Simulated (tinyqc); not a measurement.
What moves the results: electrons shared among three sets of ellipsoidal valleys. A value that a table varies takes the place of the one given here.

F_j(eta) = (1/Gamma(j + 1)) integral_0^infinity x^j dx/(1 + exp(x - eta)), which tends to exp(eta) for eta << 0.

Sets L, Gamma, Delta: N_i = M_i times N = 2 (m kB T/(4 pi c))^(3/2) with c = hbar^2/2m0, in 1/angstrom^3; times 1e24 for 1/cm^3, m = (ml mt^2)^(1/3); n = sum_i N_i F_1/2((EF - dE_i)/kT), energies from the edge of the first set; mu_drift = sum of share times mobility.

Constants: hbar^2/2m0 = 3.80998211 eV angstrom^2; kB = 8.617333262e-05 eV/K.

Values chosen for the exercise (masses and offsets near those of Ge; mobilities are free inputs, held fixed; shifted at random, so the results belong to these values and not to a real crystal):

| symbol | value | unit | meaning |
|---|---|---|---|
| dE | (0, 0.107, 0.206) | eV | edges of L, Gamma, Delta above the first |
| M | (4, 1, 6) |  | valleys in each set |
| ml | (1.547, 0.043, 0.893) | m0 | longitudinal masses of L, Gamma, Delta |
| mt | (0.0814, 0.043, 0.2062) | m0 | transverse masses |
| mu | (4300, 17000, 1000) | cm^2/(V s) | mobility of each set |
| n | 1.2e+19 | 1/cm^3 | total electron density |
| T | 400 | K |  |

## Transfer between valleys with temperature

Offsets, masses and mobilities are held fixed; n is fixed too, so the high values of T stand for hot electrons, not for the lattice.

Populations:

| T (K) | EF (eV) | share L | share Gamma | share Delta | mu_drift |
|---|---|---|---|---|---|
| 77 | 0.0338 | 1.0000 | 0.0000 | 0.0000 | 4300 |
| 150 | 0.0302 | 1.0000 | 0.0000 | 0.0000 | 4300 |
| 300 | 0.0148 | 0.9980 | 0.0005 | 0.0015 | 4302 |
| 450 | -0.0093 | 0.9809 | 0.0017 | 0.0174 | 4264 |
| 600 | -0.0413 | 0.9393 | 0.0029 | 0.0577 | 4147 |
| 900 | -0.1253 | 0.8189 | 0.0048 | 0.1764 | 3778 |
| 1200 | -0.2299 | 0.7070 | 0.0057 | 0.2874 | 3424 |
| 2000 | -0.5696 | 0.5282 | 0.0063 | 0.4656 | 2844 |

What can be read from the table?

The share of L goes from 1.000 to 0.528 and the mean mobility from 4300 to 2844 cm^2/(V s). L holds more than Gamma throughout. The share of Delta is at most 0.47.

## Transfer between valleys with doping

Parabolic valleys; band tails and gap narrowing are left out.

Populations:

| n (1/cm^3) | EF (eV) | share L | share Gamma | share Delta | mu_drift |
|---|---|---|---|---|---|
| 1.0e+16 | -0.2538 | 0.9918 | 0.0010 | 0.0073 | 4288 |
| 1.0e+17 | -0.1744 | 0.9917 | 0.0010 | 0.0073 | 4288 |
| 1.0e+18 | -0.0943 | 0.9916 | 0.0010 | 0.0074 | 4288 |
| 3.0e+18 | -0.0549 | 0.9912 | 0.0010 | 0.0078 | 4288 |
| 1.0e+19 | -0.0081 | 0.9897 | 0.0012 | 0.0090 | 4285 |
| 3.0e+19 | 0.0443 | 0.9845 | 0.0018 | 0.0138 | 4277 |
| 1.0e+20 | 0.1305 | 0.9469 | 0.0044 | 0.0487 | 4195 |

What does this show?

The share of L goes from 0.992 to 0.947 and the mean mobility from 4288 to 4195 cm^2/(V s). L holds more than Gamma throughout. The share of Delta is at most 0.049.

## Moving the second set by strain or alloying

The second entry of dE is replaced by the values listed; a negative value puts that set lowest.

Populations:

| offset (eV) | EF (eV) | share L | share Gamma | share Delta | mu_drift |
|---|---|---|---|---|---|
| -0.100 | -0.0056 | 0.8766 | 0.1153 | 0.0081 | 5738 |
| -0.050 | -0.0028 | 0.9343 | 0.0570 | 0.0088 | 4994 |
| 0.000 | -0.0012 | 0.9694 | 0.0213 | 0.0092 | 4541 |
| 0.025 | -0.0008 | 0.9789 | 0.0118 | 0.0093 | 4419 |
| 0.050 | -0.0006 | 0.9845 | 0.0061 | 0.0094 | 4347 |
| 0.100 | -0.0004 | 0.9890 | 0.0015 | 0.0094 | 4288 |
| 0.150 | -0.0003 | 0.9902 | 0.0004 | 0.0095 | 4273 |
| 0.200 | -0.0003 | 0.9905 | 0.0001 | 0.0095 | 4270 |
| 0.300 | -0.0003 | 0.9905 | 0.0000 | 0.0095 | 4269 |

What does this show?

The share of L goes from 0.877 to 0.991 and the mean mobility from 5738 to 4269 cm^2/(V s). L holds more than Gamma throughout. The share of Delta is at most 0.0095. With Boltzmann statistics the first two sets are equal at kT ln(N_2/N_1) = -0.1315 eV.

## What moves the populations

All else solved anew. Each row changes one parameter from the base and keeps the others.

Results:

| case | EF (eV) | share L | share Gamma | share Delta | mu_drift (cm^2/(V s)) |
|---|---|---|---|---|---|
| base | -0.0004 | 0.9893 | 0.0013 | 0.0094 | 4285 |
| T = 450 K | -0.0093 | 0.9809 | 0.0017 | 0.0174 | 4264 |
| n = 3.6e+19 1/cm^3 | 0.0548 | 0.9825 | 0.0020 | 0.0156 | 4274 |
| dE = (0, 0.0856, 0.206) eV | -0.0004 | 0.9883 | 0.0023 | 0.0094 | 4298 |
| mt = (0.0814, 0.0516, 0.2062) m0 | -0.0004 | 0.9891 | 0.0015 | 0.0094 | 4288 |
| ml = (1.547, 0.0516, 0.893) m0 | -0.0004 | 0.9892 | 0.0014 | 0.0094 | 4286 |
| mu = (5160, 17000, 1000) cm^2/(V s) | -0.0004 | 0.9893 | 0.0013 | 0.0094 | 5136 |

What can be read from the table?

The largest shifts from the base row, up to three for each result and ties (the steps differ in size, so this ranks the rows, not the parameters). EF (eV): n +0.0552, T -0.0090; unchanged at the printed digits by dE, mt, ml and mu. share L: T -0.0084, n -0.0068, dE -0.0010; unchanged at the printed digits by mu. share Gamma: dE +0.0010, n +0.0007, T +0.0004; unchanged at the printed digits by mu. share Delta: T +0.0079, n +0.0061; unchanged at the printed digits by dE, mt, ml and mu. mu_drift (cm^2/(V s)): mu +851, T -21, dE +13.

Run: tinyqc, `OMP_NUM_THREADS=1 python tinyqc.py 1650566 1650567 out.jsonl`; Intel(R) Xeon(R) Processor @ 2.30GHz, one thread, shared host; about 0.01 s of CPU time with all checks.
